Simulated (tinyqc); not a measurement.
Inside a calculation. Method: RHF in the sto-3g basis, for H6, spin multiplicity 1. Computed by tinyqc, a small Python program that keeps every step (integrals from PySCF). Settings: charge = 0, multiplicity = 1, basis = sto-3g, energy threshold = 1e-10, iteration cap = 71, orthogonalisation = symmetric, start = random, DIIS depth = 6, method = RHF. Command: `OMP_NUM_THREADS=1 python tinyqc.py 22916 22917 out.jsonl` (the two numbers bound the seeds that draw the settings). One thread of a shared host (Intel(R) Xeon(R) Processor @ 2.60GHz), about 0.05 s of CPU time with the checks. Later iterations appear only in the table of the cycle.

## One-electron integrals

Geometry (angstrom):
```
atom       x       y       z
H     0.0000  0.0000  0.0000
H     0.0000  0.0000  1.0840
H     0.0000  0.0000  2.4750
H     0.0000  0.0000  3.5600
H     0.0000  0.0000  4.9500
H     0.0000  0.0000  6.0350
```

Basis sto-3g: exponents (1/bohr^2) and contraction coefficients of normalised primitives:
```
element  l (shell)  exponent  coefficient
H            s (1)    3.4253       0.1543
H            s (1)    0.6239       0.5353
H            s (1)    0.1689       0.4446
```

Overlap, kinetic and nuclear-attraction integrals over the contracted functions; the nuclear repulsion is the sum of Za Zb / Rab.

nuclear repulsion = 3.815537 hartree

overlap S, lower triangle:
```
        1H 1s   2H 1s   3H 1s   4H 1s   5H 1s   6H 1s
1H 1s  1.0000
2H 1s  0.4484  1.0000
3H 1s  0.0519  0.2994  1.0000
4H 1s  0.0052  0.0518  0.4479  1.0000
5H 1s  0.0001  0.0025  0.0519  0.2998  1.0000
6H 1s  0.0000  0.0001  0.0052  0.0519  0.4479  1.0000
```

kinetic energy T (hartree), lower triangle:
```
         1H 1s    2H 1s    3H 1s    4H 1s   5H 1s   6H 1s
1H 1s   0.7600
2H 1s   0.0830   0.7600
3H 1s  -0.0108   0.0208   0.7600
4H 1s  -0.0028  -0.0108   0.0827   0.7600
5H 1s  -0.0001  -0.0016  -0.0108   0.0210  0.7600
6H 1s   0.0000  -0.0001  -0.0028  -0.0108  0.0827  0.7600
```

nuclear attraction V (hartree), lower triangle:
```
         1H 1s    2H 1s    3H 1s    4H 1s    5H 1s    6H 1s
1H 1s  -2.2610
2H 1s  -0.9909  -2.5395
3H 1s  -0.1085  -0.6758  -2.6578
4H 1s  -0.0107  -0.1133  -1.0958  -2.6580
5H 1s  -0.0003  -0.0052  -0.1135  -0.6768  -2.5394
6H 1s   0.0000  -0.0003  -0.0107  -0.1085  -0.9894  -2.2606
```

core Hamiltonian H = T + V (hartree), lower triangle:
```
         1H 1s    2H 1s    3H 1s    4H 1s    5H 1s    6H 1s
1H 1s  -1.5010
2H 1s  -0.9079  -1.7794
3H 1s  -0.1193  -0.6549  -1.8978
4H 1s  -0.0135  -0.1241  -1.0130  -1.8980
5H 1s  -0.0004  -0.0068  -0.1243  -0.6559  -1.7794
6H 1s   0.0000  -0.0004  -0.0135  -0.1193  -0.9067  -1.5006
```

## Two-electron integrals

Functions are numbered as in S; the eight-fold symmetry (ij|kl) = (ji|kl) = (kl|ij) leaves the list below.

Two-electron integrals (ij|kl) in chemists' order, unique and non-zero (hartree):
```
(11|11) 0.7746     (21|11) 0.2722     (21|21) 0.1261     (22|11) 0.4515
(22|21) 0.2722     (22|22) 0.7746     (31|11) 0.0215     (31|21) 0.0114
(31|22) 0.0291     (31|31) 0.0013     (32|11) 0.0903     (32|21) 0.0548
(32|22) 0.1657     (32|31) 0.0077     (32|32) 0.0522     (33|11) 0.2137
(33|21) 0.1238     (33|22) 0.3696     (33|31) 0.0215     (33|32) 0.1657
(33|33) 0.7746     (41|11) 0.0016     (41|21) 0.0009     (41|22) 0.0025
(41|31) 1.21e-04   (41|32) 0.0008     (41|33) 0.0025     (41|41) 1.23e-05
(42|11) 0.0123     (42|21) 0.0072     (42|22) 0.0214     (42|31) 0.0011
(42|32) 0.0077     (42|33) 0.0290     (42|41) 1.20e-04   (42|42) 0.0013
(43|11) 0.0790     (43|21) 0.0437     (43|22) 0.1236     (43|31) 0.0072
(43|32) 0.0547     (43|33) 0.2718     (43|41) 0.0009     (43|42) 0.0113
(43|43) 0.1257     (44|11) 0.1486     (44|21) 0.0791     (44|22) 0.2136
(44|31) 0.0123     (44|32) 0.0903     (44|33) 0.4512     (44|41) 0.0016
(44|42) 0.0214     (44|43) 0.2718     (44|44) 0.7746     (51|11) 2.71e-05
(51|21) 1.55e-05   (51|22) 4.47e-05   (51|31) 2.40e-06   (51|32) 1.72e-05
(51|33) 6.91e-05   (51|41) 2.75e-07   (51|42) 3.03e-06   (51|43) 2.73e-05
(51|44) 5.17e-05   (51|51) 7.22e-09   (52|11) 4.44e-04   (52|21) 2.46e-04
(52|22) 0.0007     (52|31) 3.89e-05   (52|32) 2.84e-04   (52|33) 0.0013
(52|41) 4.69e-06   (52|42) 5.56e-05   (52|43) 0.0006     (52|44) 0.0013
(52|51) 1.35e-07   (52|52) 2.78e-06   (53|11) 0.0075     (53|21) 0.0040
(53|22) 0.0108     (53|31) 0.0006     (53|32) 0.0045     (53|33) 0.0215
(53|41) 7.73e-05   (53|42) 0.0010     (53|43) 0.0113     (53|44) 0.0291
(53|51) 2.40e-06   (53|52) 5.57e-05   (53|53) 0.0013     (54|11) 0.0375
(54|21) 0.0194     (54|22) 0.0505     (54|31) 0.0028     (54|32) 0.0198
(54|33) 0.0904     (54|41) 3.50e-04   (54|42) 0.0045     (54|43) 0.0548
(54|44) 0.1660     (54|51) 1.11e-05   (54|52) 2.84e-04   (54|53) 0.0077
(54|54) 0.0523     (55|11) 0.1069     (55|21) 0.0540     (55|22) 0.1369
(55|31) 0.0075     (55|32) 0.0504     (55|33) 0.2137     (55|41) 0.0009
(55|42) 0.0108     (55|43) 0.1237     (55|44) 0.3699     (55|51) 2.71e-05
(55|52) 0.0007     (55|53) 0.0215     (55|54) 0.1660     (55|55) 0.7746
(61|11) 5.93e-07   (61|21) 3.26e-07   (61|22) 9.13e-07   (61|31) 5.18e-08
(61|32) 3.79e-07   (61|33) 1.72e-06   (61|41) 6.33e-09   (61|42) 7.57e-08
(61|43) 7.91e-07   (61|44) 1.72e-06   (61|53) 7.59e-08   (61|54) 3.80e-07
(61|55) 9.14e-07   (62|11) 1.87e-05   (62|21) 9.97e-06   (62|22) 2.70e-05
(62|31) 1.53e-06   (62|32) 1.11e-05   (62|33) 5.16e-05   (62|41) 1.91e-07
(62|42) 2.39e-06   (62|43) 2.72e-05   (62|44) 6.88e-05   (62|51) 5.87e-09
(62|52) 1.34e-07   (62|53) 3.02e-06   (62|54) 1.72e-05   (62|55) 4.45e-05
(62|62) 7.17e-09   (63|11) 0.0007     (63|21) 3.40e-04   (63|22) 0.0009
(63|31) 4.99e-05   (63|32) 3.50e-04   (63|33) 0.0016     (63|41) 6.14e-06
(63|42) 7.72e-05   (63|43) 0.0009     (63|44) 0.0025     (63|51) 1.91e-07
(63|52) 4.69e-06   (63|53) 1.21e-04   (63|54) 0.0008     (63|55) 0.0025
(63|61) 6.33e-09   (63|62) 2.74e-07   (63|63) 1.23e-05   (64|11) 0.0058
(64|21) 0.0029     (64|22) 0.0075     (64|31) 4.15e-04   (64|32) 0.0028
(64|33) 0.0123     (64|41) 4.99e-05   (64|42) 0.0006     (64|43) 0.0072
(64|44) 0.0215     (64|51) 1.54e-06   (64|52) 3.89e-05   (64|53) 0.0011
(64|54) 0.0077     (64|55) 0.0291     (64|61) 5.18e-08   (64|62) 2.39e-06
(64|63) 1.21e-04   (64|64) 0.0013     (65|11) 0.0432     (65|21) 0.0216
(65|22) 0.0539     (65|31) 0.0029     (65|32) 0.0193     (65|33) 0.0790
(65|41) 3.40e-04   (65|42) 0.0040     (65|43) 0.0437     (65|44) 0.1237
(65|51) 9.99e-06   (65|52) 2.46e-04   (65|53) 0.0072     (65|54) 0.0548
(65|55) 0.2718     (65|61) 3.26e-07   (65|62) 1.54e-05   (65|63) 0.0009
(65|64) 0.0113     (65|65) 0.1257     (66|11) 0.0877     (66|21) 0.0433
(66|22) 0.1069     (66|31) 0.0058     (66|32) 0.0374     (66|33) 0.1486
(66|41) 0.0007     (66|42) 0.0075     (66|43) 0.0790     (66|44) 0.2137
(66|51) 1.88e-05   (66|52) 4.44e-04   (66|53) 0.0123     (66|54) 0.0904
(66|55) 0.4512     (66|61) 5.93e-07   (66|62) 2.70e-05   (66|63) 0.0016
(66|64) 0.0215     (66|65) 0.2718     (66|66) 0.7746
```

## Orthogonalisation

S = U s U^T; symmetric (Loewdin) form X = U s^(-1/2) U^T, so that X^T S X = 1.

eigenvalues of S: 0.3872  0.5026  0.6687  1.1914  1.4938  1.7563

X, lower triangle:
```
         1H 1s    2H 1s    3H 1s    4H 1s    5H 1s   6H 1s
1H 1s   1.0914
2H 1s  -0.2683   1.1354
3H 1s   0.0352  -0.1883   1.1380
4H 1s  -0.0071   0.0365  -0.2789   1.1382
5H 1s   0.0009  -0.0044   0.0366  -0.1886   1.1353
6H 1s  -0.0002   0.0009  -0.0071   0.0352  -0.2679  1.0911
```

## Starting guess

The start is random orthonormal orbitals; D = 2 C_occ C_occ^T.

D at the start, lower triangle:
```
         1H 1s    2H 1s    3H 1s    4H 1s   5H 1s   6H 1s
1H 1s   1.4588
2H 1s  -0.4327   1.6302
3H 1s  -0.0837   0.3990   0.8770
4H 1s   0.4323   0.0452  -1.3008   2.3821
5H 1s   0.3698  -0.3454   0.2088  -0.4065  0.2378
6H 1s   0.7163  -0.4991   0.3298  -0.5699  0.3905  0.6576
```

## Iteration 1: building the Fock matrix

J_ij = sum D_kl (ij|kl), K_ij = sum D_kl (ik|jl); F = H + J - 0.5 K; E = tr D H + tr D J / 2 - 0.25 tr D K + E_nn.

Coulomb J (hartree), lower triangle:
```
        1H 1s   2H 1s   3H 1s   4H 1s   5H 1s   6H 1s
1H 1s  2.1204
2H 1s  0.9992  2.4288
3H 1s  0.1097  0.6485  2.1197
4H 1s  0.0106  0.1064  0.9496  2.2823
5H 1s  0.0002  0.0048  0.0992  0.5623  1.6551
6H 1s  0.0000  0.0002  0.0091  0.0862  0.6857  1.4655
```

exchange K (hartree), lower triangle:
```
        1H 1s    2H 1s    3H 1s    4H 1s   5H 1s   6H 1s
1H 1s  1.1077
2H 1s  0.6267   1.3710
3H 1s  0.1574   0.4944   0.4891
4H 1s  0.0908   0.0821   0.1714   1.1467
5H 1s  0.0590  -0.0249   0.0014   0.1674  0.4006
6H 1s  0.0541  -0.0223  -0.0080  -0.0388  0.3987  0.7221
```

Fock matrix F (hartree), lower triangle:
```
         1H 1s    2H 1s    3H 1s    4H 1s    5H 1s    6H 1s
1H 1s   0.0655
2H 1s  -0.2221  -0.0361
3H 1s  -0.0883  -0.2537  -0.0227
4H 1s  -0.0483  -0.0587  -0.1491  -0.1891
5H 1s  -0.0296   0.0105  -0.0258  -0.1773  -0.3246
6H 1s  -0.0271   0.0110  -0.0003  -0.0136  -0.4203  -0.3961
```

total energy of this density = -1.469325 hartree

## Iteration 1: diagonalisation and new density

Diagonalise F' = X^T F X, C = X C', fill 3 alpha and 3 beta electrons from the bottom; D = 2 C_occ C_occ^T. Each column has its largest component positive (the first on a tie).

F' = X^T F X (hartree), lower triangle:
```
         1        2        3        4        5        6
1   0.2041
2  -0.3044   0.1900
3   0.0284  -0.3137   0.1498
4  -0.0432   0.0392  -0.1580  -0.0855
5  -0.0231   0.0121   0.0374  -0.1604  -0.1235
6  -0.0278   0.0184  -0.0201   0.0908  -0.3482  -0.2471
```

orbital energies (hartree): MO1 -0.5439, MO2 -0.2867, MO3 -0.1600, MO4 0.1315, MO5 0.2827, MO6 0.6642

coefficients C:
```
           MO1      MO2      MO3      MO4      MO5      MO6
1H 1s   0.0548   0.2448  -0.2216  -0.6428  -0.4416  -0.7377
2H 1s  -0.0295   0.4291  -0.4064  -0.0607   0.2333   0.9949
3H 1s  -0.0045   0.3794  -0.2760   0.6616   0.3866  -0.7770
4H 1s   0.0005   0.4500   0.7602  -0.0422  -0.6778   0.4119
5H 1s   0.5279   0.0611   0.2496  -0.4504   0.9055  -0.1730
6H 1s   0.6438  -0.1713  -0.3799   0.4412  -0.6810   0.1302
```

D after iteration 1, lower triangle:
```
         1H 1s    2H 1s    3H 1s    4H 1s   5H 1s   6H 1s
1H 1s   0.2241
2H 1s   0.3870   0.7003
3H 1s   0.3076   0.5502   0.4403
4H 1s  -0.1165  -0.2318  -0.0781   1.5610
5H 1s  -0.0228  -0.1815  -0.0961   0.4351  0.6896
6H 1s   0.1551   0.1239   0.0740  -0.7313  0.4692  1.1764
```

## Iteration 2: building the Fock matrix

As before.

Coulomb J (hartree), lower triangle:
```
        1H 1s   2H 1s   3H 1s   4H 1s   5H 1s   6H 1s
1H 1s  1.3609
2H 1s  0.7042  1.8224
3H 1s  0.0867  0.5515  2.0397
4H 1s  0.0091  0.0991  0.9757  2.4359
5H 1s  0.0002  0.0049  0.1111  0.6754  2.2865
6H 1s  0.0000  0.0003  0.0109  0.1102  0.9612  2.0782
```

exchange K (hartree), lower triangle:
```
         1H 1s    2H 1s    3H 1s   4H 1s   5H 1s   6H 1s
1H 1s   0.4980
2H 1s   0.5521   1.0093
3H 1s   0.2108   0.4701   0.7102
4H 1s   0.0252   0.0877   0.5525  1.3727
5H 1s  -0.0066  -0.0157   0.1094  0.5010  1.0791
6H 1s   0.0130   0.0067  -0.0096  0.0456  0.7519  1.2335
```

Fock matrix F (hartree), lower triangle:
```
         1H 1s    2H 1s    3H 1s    4H 1s    5H 1s    6H 1s
1H 1s  -0.3892
2H 1s  -0.4797  -0.4617
3H 1s  -0.1380  -0.3385  -0.2132
4H 1s  -0.0170  -0.0688  -0.3136  -0.1484
5H 1s   0.0031   0.0060  -0.0679  -0.2310  -0.0324
6H 1s  -0.0065  -0.0035   0.0022  -0.0319  -0.3215  -0.0391
```

total energy of this density = -2.619364 hartree

## Iteration 2: DIIS over 2 matrices

error matrix X^T (FDS - SDF) X:
```
         1        2        3        4        5        6
1   0.0000  -0.0857  -0.1998   0.1453   0.1035  -0.1046
2   0.0857   0.0000  -0.2220   0.1599   0.1040  -0.1531
3   0.1998   0.2220   0.0000  -0.2983  -0.0616   0.1331
4  -0.1453  -0.1599   0.2983   0.0000  -0.0793   0.0479
5  -0.1035  -0.1040   0.0616   0.0793   0.0000   0.0186
6   0.1046   0.1531  -0.1331  -0.0479  -0.0186   0.0000
```

B (overlaps of the stored error matrices):
```
               1              2
1  2.6435007e+00  2.6511740e-01
2  2.6511740e-01  6.3713919e-01
```

Minimise |sum c_i e_i|^2 with sum c_i = 1: solve [B -1; -1 0][c; lambda] = [0; -1] with B_ij = tr e_i^T e_j, and take F = sum c_i F_i.

DIIS coefficients: 0.1353  0.8647

extrapolated F (hartree), lower triangle:
```
         1H 1s    2H 1s    3H 1s    4H 1s    5H 1s    6H 1s
1H 1s  -0.3277
2H 1s  -0.4449  -0.4042
3H 1s  -0.1313  -0.3270  -0.1874
4H 1s  -0.0212  -0.0675  -0.2913  -0.1539
5H 1s  -0.0013   0.0066  -0.0622  -0.2237  -0.0719
6H 1s  -0.0093  -0.0015   0.0019  -0.0294  -0.3348  -0.0874
```

## Iteration 2: diagonalisation and new density

As before.

F' = X^T F X (hartree), lower triangle:
```
         1        2        3        4        5       6
1  -0.1628
2  -0.3647  -0.1551
3   0.0001  -0.3090   0.0436
4  -0.0117   0.0536  -0.3107   0.0603
5   0.0003   0.0061   0.0412  -0.2739   0.1905
6  -0.0100  -0.0009  -0.0085   0.0915  -0.4038  0.0881
```

orbital energies (hartree): MO1 -0.6148, MO2 -0.3392, MO3 -0.2116, MO4 0.0829, MO5 0.4155, MO6 0.7318

coefficients C:
```
          MO1      MO2      MO3      MO4      MO5      MO6
1H 1s  0.4474  -0.1879   0.3792   0.7662  -0.5227   0.1581
2H 1s  0.5748  -0.1264   0.0328  -0.5635   0.7964  -0.3143
3H 1s  0.3000   0.1983  -0.4382  -0.3848  -0.7675   0.5937
4H 1s  0.0736   0.4308  -0.3942   0.5822   0.3029  -0.7964
5H 1s  0.0153   0.4751   0.2772   0.1005   0.4619   0.9335
6H 1s  0.0079   0.3548   0.5168  -0.3745  -0.5015  -0.6920
```

D after iteration 2, lower triangle:
```
         1H 1s    2H 1s    3H 1s    4H 1s   5H 1s   6H 1s
1H 1s   0.7584
2H 1s   0.5867   0.6949
3H 1s  -0.1384   0.2661   0.6427
4H 1s  -0.3950  -0.0501   0.5605   0.6928
5H 1s   0.0454  -0.0843  -0.0453   0.1931  0.6055
6H 1s   0.2657  -0.0466  -0.3074  -0.1006  0.6238  0.7860
```

## Iteration 3: building the Fock matrix

As before.

Coulomb J (hartree), lower triangle:
```
        1H 1s   2H 1s   3H 1s   4H 1s   5H 1s   6H 1s
1H 1s  1.7890
2H 1s  0.8514  2.0507
3H 1s  0.0974  0.5930  2.1308
4H 1s  0.0098  0.1012  0.9358  2.1282
5H 1s  0.0002  0.0047  0.1008  0.5871  2.0122
6H 1s  0.0000  0.0002  0.0097  0.0964  0.8425  1.7904
```

exchange K (hartree), lower triangle:
```
         1H 1s    2H 1s    3H 1s   4H 1s   5H 1s   6H 1s
1H 1s   0.9942
2H 1s   0.7431   1.0614
3H 1s   0.1058   0.4032   1.0085
4H 1s  -0.0333   0.1114   0.7144  1.0175
5H 1s  -0.0033  -0.0013   0.1109  0.3786  0.9992
6H 1s   0.0174  -0.0080  -0.0232  0.1113  0.7460  1.0241
```

Fock matrix F (hartree), lower triangle:
```
         1H 1s    2H 1s    3H 1s    4H 1s    5H 1s    6H 1s
1H 1s  -0.2091
2H 1s  -0.4281  -0.2594
3H 1s  -0.0747  -0.2635  -0.2712
4H 1s   0.0129  -0.0785  -0.4344  -0.2786
5H 1s   0.0015  -0.0014  -0.0789  -0.2581  -0.2669
6H 1s  -0.0087   0.0038   0.0078  -0.0786  -0.4372  -0.2223
```

total energy of this density = -3.076904 hartree

## Iteration 3: DIIS over 3 matrices

error matrix X^T (FDS - SDF) X:
```
         1        2        3        4        5        6
1   0.0000   0.0022  -0.1055  -0.0293   0.0447   0.0304
2  -0.0022   0.0000   0.0422   0.0957  -0.0307  -0.0579
3   0.1055  -0.0422   0.0000  -0.0048  -0.0518   0.0286
4   0.0293  -0.0957   0.0048   0.0000  -0.0041   0.0566
5  -0.0447   0.0307   0.0518   0.0041   0.0000  -0.0530
6  -0.0304   0.0579  -0.0286  -0.0566   0.0530   0.0000
```

B (overlaps of the stored error matrices), lower triangle:
```
               1              2              3
1  2.6435007e+00
2  2.6511740e-01  6.3713919e-01
3  1.8973698e-01  8.0302484e-02  7.9388570e-02
```

As before.

DIIS coefficients: -0.0472  0.0047  1.0426

extrapolated F (hartree), lower triangle:
```
         1H 1s    2H 1s    3H 1s    4H 1s    5H 1s    6H 1s
1H 1s  -0.2230
2H 1s  -0.4380  -0.2709
3H 1s  -0.0744  -0.2644  -0.2827
4H 1s   0.0157  -0.0794  -0.4473  -0.2822
5H 1s   0.0030  -0.0019  -0.0814  -0.2617  -0.2630
6H 1s  -0.0078   0.0035   0.0082  -0.0814  -0.4375  -0.2132
```

## Iteration 3: diagonalisation and new density

As before.

F' = X^T F X (hartree), lower triangle:
```
         1        2        3        4        5        6
1  -0.0300
2  -0.4316  -0.0040
3   0.0473  -0.2589  -0.0115
4   0.0176   0.0429  -0.4431  -0.0121
5   0.0018  -0.0018   0.0418  -0.2549   0.0045
6  -0.0099   0.0036   0.0109   0.0406  -0.4346  -0.0188
```

orbital energies (hartree): MO1 -0.5801, MO2 -0.4839, MO3 -0.3657, MO4 0.2212, MO5 0.4552, MO6 0.6813

coefficients C:
```
          MO1      MO2      MO3      MO4      MO5      MO6
1H 1s  0.1744   0.3925   0.4119   0.5653  -0.6429   0.4211
2H 1s  0.2867   0.4359   0.2624  -0.3520   0.7226  -0.6410
3H 1s  0.4162   0.1045  -0.4062  -0.5627  -0.2388   0.8296
4H 1s  0.4136  -0.1355  -0.3950   0.5815  -0.2000  -0.8294
5H 1s  0.2834  -0.4088   0.3068   0.3214   0.7252   0.6533
6H 1s  0.1834  -0.3600   0.4308  -0.5435  -0.6553  -0.4359
```

D after iteration 3, lower triangle:
```
         1H 1s    2H 1s    3H 1s    4H 1s   5H 1s   6H 1s
1H 1s   0.7082
2H 1s   0.6583   0.6821
3H 1s  -0.1075   0.1166   0.6982
4H 1s  -0.2875  -0.0882   0.6368   0.6908
5H 1s   0.0307  -0.0329  -0.0988   0.1028  0.6831
6H 1s   0.1362   0.0173  -0.2726  -0.0911  0.6626  0.6977
```

## Iteration 9 (converged): orbitals

converged F (hartree), lower triangle:
```
         1H 1s    2H 1s    3H 1s    4H 1s    5H 1s    6H 1s
1H 1s  -0.2220
2H 1s  -0.4434  -0.2589
3H 1s  -0.0753  -0.2349  -0.2603
4H 1s   0.0052  -0.0744  -0.4429  -0.2604
5H 1s   0.0016  -0.0046  -0.0746  -0.2352  -0.2587
6H 1s  -0.0035   0.0016   0.0052  -0.0754  -0.4430  -0.2217
```

As before.

F' = X^T F X (hartree), lower triangle:
```
         1        2        3        4        5        6
1  -0.0252
2  -0.4404   0.0035
3   0.0431  -0.2296   0.0051
4   0.0054   0.0450  -0.4493   0.0051
5   0.0018  -0.0051   0.0451  -0.2300   0.0034
6  -0.0045   0.0018   0.0054   0.0431  -0.4400  -0.0253
```

orbital energies (hartree): MO1 -0.5575, MO2 -0.4790, MO3 -0.3722, MO4 0.2392, MO5 0.4542, MO6 0.6820

coefficients C:
```
          MO1      MO2      MO3      MO4      MO5      MO6
1H 1s  0.2128   0.3906  -0.3932  -0.5448  -0.6572  -0.4280
2H 1s  0.2897   0.4191  -0.2863   0.3572   0.7219   0.6386
3H 1s  0.3946   0.0893   0.4296   0.5678  -0.2014  -0.8366
4H 1s  0.3947  -0.0908   0.4291  -0.5672  -0.2035   0.8367
5H 1s  0.2895  -0.4185  -0.2876  -0.3586   0.7211  -0.6382
6H 1s  0.2125  -0.3897  -0.3946   0.5463  -0.6557   0.4272
```

D after iteration 9, lower triangle:
```
         1H 1s    2H 1s    3H 1s    4H 1s   5H 1s   6H 1s
1H 1s   0.7050
2H 1s   0.6759   0.6831
3H 1s  -0.1001   0.0576   0.6965
4H 1s  -0.2404  -0.0931   0.6640   0.6964
5H 1s   0.0225  -0.0183  -0.0933   0.0578  0.6833
6H 1s   0.0963   0.0225  -0.2409  -0.1001  0.6761  0.7053
```

## Convergence

Stop when the energy changes by less than 1e-10 hartree and every element of the error matrix X^T (F D S - S D F) X is below 3e-06.

Course of the cycle:
```
iteration  E (hartree)     change  largest element of the error matrix
1            -1.469325          -                             5.36e-01
2            -2.619364  -1.15e+00                             2.98e-01
3            -3.076904  -4.58e-01                             1.06e-01
4            -3.107581  -3.07e-02                             3.02e-02
5            -3.110205  -2.62e-03                             2.61e-03
6            -3.110230  -2.48e-05                             1.92e-04
7            -3.110230  -1.33e-07                             5.55e-05
8            -3.110230  -6.79e-09                             3.34e-06
9            -3.110230  -4.73e-11                             2.12e-07
```

PySCF RHF in the same basis = -3.110230 hartree

Converged in 9 iterations.

## Populations, bond orders and dipole

Mulliken: Z minus the diagonal of D S on the atom; Loewdin: the same with S^(1/2) D S^(1/2); Mayer order: 2 sum_s sum (D(s) S)_ij (D(s) S)_ji over the two atoms.

Charges (e):
```
atom  Mulliken   Loewdin
1H     -0.0016   -0.0062
2H      0.0014    0.0059
3H    2.29e-04  2.87e-04
4H    2.29e-04  3.18e-04
5H      0.0014    0.0059
6H     -0.0017   -0.0062
```

Mayer bond orders:
```
pair      order
2-1      0.9352
3-1     -0.0011
3-2      0.0650
4-1      0.0573
4-2     -0.0011
4-3      0.8797
5-1   -9.69e-05
5-2      0.0010
5-3     -0.0011
5-4      0.0653
6-1      0.0087
6-2   -9.71e-05
6-3      0.0575
6-4     -0.0011
6-5      0.9350
```

dipole moment about the origin, x y z (debye): 0.0000  0.0000  -0.0001
